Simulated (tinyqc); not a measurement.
From results back to parameters: optical gain and spontaneous emission in a bulk direct-gap semiconductor. Two cases, with inputs chosen for the exercise.

Problem. The gain spectrum crosses zero at E0 = Eg + Fc + Fv; n = p is hidden.

F_j(eta) = (1/Gamma(j + 1)) integral_0^infinity x^j dx/(1 + exp(x - eta)), which tends to exp(eta) for eta << 0.

Quasi-Fermi levels: n = Nc F_1/2(Fc/kT) and p = Nv F_1/2(Fv/kT), Fc counted up from the conduction edge and Fv down from the valence edge; Nc, Nv from N = 2 (m kB T/(4 pi c))^(3/2) with c = hbar^2/2m0, in 1/angstrom^3; times 1e24 for 1/cm^3, with me and (mhh^(3/2) + mlh^(3/2))^(2/3).

Constants: hbar^2/2m0 = 3.80998211 eV angstrom^2; kB = 8.617333262e-05 eV/K.

Case 1.

Values chosen (near those of GaAs; not measured data): Eg = 1.458 eV (direct gap); me = 0.0644 m0 (electron mass); mhh = 0.483 m0 (heavy-hole mass); mlh = 0.0817 m0 (light-hole mass); T = 400 K.

E0 = 1.60722 eV

Case 2.

Values chosen (near those of GaAs; not measured data): Eg = 1.462 eV (direct gap); me = 0.0696 m0 (electron mass); mhh = 0.516 m0 (heavy-hole mass); mlh = 0.0782 m0 (light-hole mass); T = 250 K.

E0 = 1.55053 eV

Find: Fc; Fv; n.

Solution. Fc + Fv rises steadily with n, so one n gives E0 - Eg; solve by bisection on ln n.

Case 1.

Fc = 0.175 eV
Fv = -0.026 eV
n = 5.7e+18 1/cm^3

Case 2.

Fc = 0.105 eV
Fv = -0.017 eV
n = 3.0e+18 1/cm^3

Computed by tinyqc, one run a case: `OMP_NUM_THREADS=1 python tinyqc.py N N+1 out.jsonl` with N = 1651379, 1651382; one thread of a shared Intel(R) Xeon(R) Processor @ 2.30GHz, about 0.08 s a run at most.
